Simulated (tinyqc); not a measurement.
# Stacked nanosheet transistor, parasitic resistance, capacitance and delay: what changes with what

Ns sheets share one contact on top; each has perimeter p = 2 (Ws + ts) and cross-section A = Ws ts; contact width Wc = Ws + 10 nm, stack height Hs = Ns pv. Sheet 1 is the top one. Contact length Lc = CPP - Lg - 2 Lsp, shared by two neighbouring gates. Source and drain sides are equal. The formulas are first-order estimates, not field solutions.

Inputs (values chosen for the exercise); values close to those of silicon logic devices:
- T = 300 K (temperature)
- Ns = 3 (number of sheets)
- Ws = 30 nm (sheet width)
- ts = 6 nm (sheet thickness)
- pv = 14 nm (vertical pitch of the sheets)
- rv = 48 ohm (vertical resistance between sheet levels)
- CPP = 48 nm (contacted gate pitch)
- Lg = 16 nm (gate length)
- Lsp = 6 nm (spacer length)
- ks = 5.5 (relative permittivity of the spacer)
- Hc = 30 nm (gate height above the channel stack)
- rc = 1.7e-9 ohm cm^2 (contact resistivity)
- re = 0.00051 ohm cm (resistivity of the source-drain epitaxy)
- te = 20 nm (current-carrying depth of the epitaxy)
- rx = 0.00065 ohm cm (resistivity of the extension)
- Lov = 1 nm (gate overlap)
- Cinv = 2.3 uF/cm^2 (inversion capacitance)
- vx = 1.4e7 cm/s (injection velocity)
- mu = 300 cm^2/(V s) (apparent mobility)
- VT = 0.27 V (threshold at zero drain voltage)
- dl = 0.058 V/V (barrier lowering)
- n = 1.15 (subthreshold factor)
- Cw = 0.2 fF (wire load)
- Vdd = 0.8 V (supply voltage)

Constants: q = 1.602176634e-19 C, kB = 1.380649e-23 J/K, eps0 = 8.8541878128e-12 F/m, Vt = kB T/q. Results are converted to the units shown.

Each table varies one quantity; the others keep the values above.

## Effect of the contacted gate pitch

Epitaxy sheet resistance Rsh = re/te, transfer length LT = sqrt(rc/Rsh), contact Rc = [sqrt(rc Rsh)/Wc] coth(Lc/(2 LT)); extension of one sheet Rx = rx Lsp/A. With N sheets: gate Cg = Cinv p N Lg; per side, plate Cp = ks eps0 [Wc (Hs + Hc) - N A]/Lsp, top fringe Cf = (2/pi) ks eps0 Wc ln(1 + Lg/(2 Lsp)), overlap Co = Cinv p N Lov. One sheet: I = p Q vx u/(1 + |u|^1.8)^(1/1.8), Q = Cinv n Vt ln(1 + exp((Vg' - VT + dl Vd')/(n Vt))), u = Vd' mu/(vx Lg), Vg' = Vgs - v, Vd' = Vds - 2 v, with the drop on each side v_j = Rc sum I + rv (sum over levels k = 2..j of the current of sheets k..Ns) + Rx I_j. Ieff = [I(Vgs = Vdd, Vds = Vdd/2) + I(Vdd/2, Vdd)]/2, total currents. With Cs = Cp + Cf + Co, the load of an inverter of two such devices driving an equal one is CL = 2 (Cg + 2 Cs) + 4 Cs + Cw (own drains counted twice for the Miller effect); delay CL Vdd/(2 Ieff).

The same in every row: Rx/N (ohm) = 72.22; CL (aF) = 559.1.

Result of one run:

| CPP (nm) | Rc (ohm) | Ieff (uA) | delay (ps) |
|---|---|---|---|
| 54 | 354.1 | 175.2 | 1.276 |

What becomes of these results when the contacted gate pitch CPP is changed from 54 to 78 nm, all else the same?

Result of the changed run:

| CPP (nm) | Rc (ohm) | Ieff (uA) | delay (ps) |
|---|---|---|---|
| 78 | 220.1 | 193.8 | 1.154 |

The whole series:

| CPP (nm) | Rc (ohm) | Ieff (uA) | delay (ps) |
|---|---|---|---|
| 36 | 1071 | 105.6 | 2.118 |
| 42 | 621.9 | 143.1 | 1.562 |
| 48 | 446.0 | 163.4 | 1.368 |
| 54 | 354.1 | 175.2 | 1.276 |
| 60 | 298.8 | 182.7 | 1.224 |
| 66 | 262.7 | 187.7 | 1.191 |
| 72 | 237.8 | 191.2 | 1.169 |
| 78 | 220.1 | 193.8 | 1.154 |

As CPP goes from 36 to 78 nm, Ieff rises from 106 to 194 uA, CL stays at 559 aF and the delay falls from 2.12 to 1.15 ps. Only the contact length changes, so the capacitance stays and the pitch acts through Rc.

## Effect of the supply voltage

Same model as above.

The same in every row: Rc (ohm) = 446.0; Rx/N (ohm) = 72.22; CL (aF) = 559.1.

Results:

| Vdd (V) | Ieff (uA) | delay (ps) |
|---|---|---|
| 0.45 | 45.68 | 2.754 |
| 0.65 | 110.0 | 1.652 |
| 0.75 | 145.5 | 1.441 |
| 0.85 | 181.5 | 1.309 |
| 0.95 | 217.6 | 1.220 |

Estimate the missing row, Vdd = 0.55 V.

Computed row:

| Vdd (V) | Ieff (uA) | delay (ps) |
|---|---|---|
| 0.55 | 75.93 | 2.025 |

With this row back in the table: As Vdd goes from 0.45 to 0.95 V, Ieff rises from 45.7 to 218 uA, CL stays at 559 aF and the delay falls from 2.75 to 1.22 ps.

## Effect of the sheet width

Same model as above.

Effect of the sheet width:

| Ws (nm) | Rc (ohm) | Rx/N (ohm) | Ieff (uA) | CL (aF) | delay (ps) |
|---|---|---|---|---|---|
| 8 | 991.2 | 270.8 | 65.70 | 355.9 | 2.167 |
| 12 | 811.0 | 180.6 | 83.97 | 392.8 | 1.871 |
| 18 | 637.2 | 120.4 | 110.8 | 448.2 | 1.618 |
| 25 | 509.8 | 86.67 | 141.6 | 512.9 | 1.448 |
| 35 | 396.5 | 61.90 | 185.1 | 605.2 | 1.308 |
| 50 | 297.4 | 43.33 | 249.2 | 743.8 | 1.194 |
| 70 | 223.0 | 30.95 | 332.9 | 928.5 | 1.116 |

What does the comparison show?

As Ws goes from 8 to 70 nm, Ieff rises from 65.7 to 333 uA, CL rises from 356 to 929 aF and the delay falls from 2.17 to 1.12 ps. From the first row to the last Ieff grows by a factor of 5.07 and CL by 2.61; the first step changes the delay by -14 %, the last by -6.6 %.

tinyqc, about 0.1 s, one thread, Intel Xeon 2.30GHz (shared host): `OMP_NUM_THREADS=1 python tinyqc.py 2170074 2170075 out.jsonl`
